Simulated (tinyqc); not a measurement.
Charge control and current of a heterostructure field-effect transistor. Which input was changed? Computed by tinyqc, a small Python program. Command: `OMP_NUM_THREADS=1 python tinyqc.py 3007108 3007109 out.jsonl hemt which`. One thread of a shared host (Intel(R) Xeon(R) Processor @ 2.30GHz), about 0.08 s of CPU time with the checks.

Two subbands in a triangular well; E_F is counted from the conduction band edge of the channel at the interface.

Inputs (values chosen for the exercise, modelled on AlGaAs/GaAs): channel mass m = 0.07 m_0; permittivity eps (barrier and channel) = 12.5; barrier thickness d = 40 nm; Schottky barrier phi_B = 0.91 eV; conduction band offset dE_c = 0.31 eV; delta-doping density N_d = 4.8e+12 1/cm^2; gate voltage V_G = 0 V; mobility mu = 6300 cm^2/(V s); saturation velocity v_s = 1.4 1e7 cm/s; gate length L = 650 nm; source resistance R_S = 0.93 ohm mm; temperature T = 77 K; mixing = 0.3; iteration cap = 200; spacer between delta layer and channel = 4.2 nm.

Charge source: delta doping. Velocity law: two-piece.

Constants: e = 1.602176634e-19 C; eps_0 = 8.8541878128e-12 F/m; k_B = 8.617333262e-05 eV/K; hbar = 1.054571817e-34 J s; m_0 = 9.1093837015e-31 kg; k_B = 1.380649e-23 J/K.

Method:
- Threshold V_T = phi_B - dE_c - e N_d (d - spacer)/(eps eps_0) (in volts); C_b = eps eps_0/d.
- Charge control: n_s = C_b (V_G - V_T - E_F/e)/e. Well: mean field F = e n_s/(2 eps eps_0), E_i = (hbar^2/2m)^(1/3) [(3 pi e F/2)(i + 3/4)]^(2/3), i = 0, 1; n_s = D k_B T sum_i ln(1 + exp((E_F - E_i)/k_B T)), D = m/(pi hbar^2), which is solved in closed form for E_F.
- Iteration from n_s = C_b (V_G - V_T)/(2e): E_F from n_s, n_out from the charge control, n_new = n_s + mixing (n_out - n_s), kept above n_s/10; stop when |n_out/n_s - 1| < 1e-9.
- C_g = e dn_s/dV_G = 1/(1/C_b + 1/C_q), 1/C_q = d(E_F/e)/d(e n_s) by a central difference of +/- 0.1 % in n_s; added distance dd = eps eps_0/C_q.
- With V = e n_s/C_g and V_c = v_s L/mu: for v = mu F up to v_s, I/W = C_g v_s V_c (sqrt(1 + (V/V_c)^2) - 1) and V_Dsat = V + V_c - sqrt(V^2 + V_c^2); g_m = dI/dV; extrinsic g_m/(1 + g_m R_S); f_T = g_m/(2 pi C_g L).

Question. One of these inputs alone was changed, within the range given: mobility mu (3150 to 1.26e+04); saturation velocity v_s (0.7 to 2.8); gate length L (325 to 1300); source resistance R_S (0.465 to 1.86). Which one, and to what value?

Results:
```
run     extrinsic g_m (mS/mm)  intrinsic f_T (GHz)  gate capacitance C_g (microfarad/cm^2)
before               262.0222             34.17415                               0.2482230
after                282.5282             34.17415                               0.2482230
```

Answer.

Each candidate set to reproduce extrinsic g_m, and what it then gives:
```
candidate                             range searched  value needed  intrinsic f_T (GHz)  gate capacitance C_g (microfarad/cm^2)
mobility mu (cm^2/(V s))            3150 to 1.26e+04  out of reach                    -                                       -
saturation velocity v_s (1e7 cm/s)        0.7 to 2.8         1.550               37.802                                 0.24822
gate length L (nm)                       325 to 1300  out of reach                    -                                       -
source resistance R_S (ohm mm)         0.465 to 1.86        0.6530               34.174                                 0.24822
```

Only source resistance R_S fits every result: it went from 0.93 to 0.653 ohm mm. The next best candidate, saturation velocity v_s, misses one result by 11 %.

Caution: E_F lies above the conduction band minimum of the barrier, so electrons would spill into the barrier.
